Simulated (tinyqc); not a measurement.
Worked calculation: tight binding, honeycomb lattice. One step of it, computed by the program tinyqc.

Problem. Levels at k. Diagonalise the Hermitian matrix.

H(k) at k (eV), order A, B:
```
[[0.000000, -0.687790+1.384417i],
 [-0.687790-1.384417i, 0.000000]]
```

Give: eigenvalues; weights |c|^2 of the basis functions.

Solution.

eigenvalues (eV): [-1.546, 1.546]

weights |c|^2 of the basis functions, order A, B:
```
[[0.500, 0.500],
 [0.500, 0.500]]
```
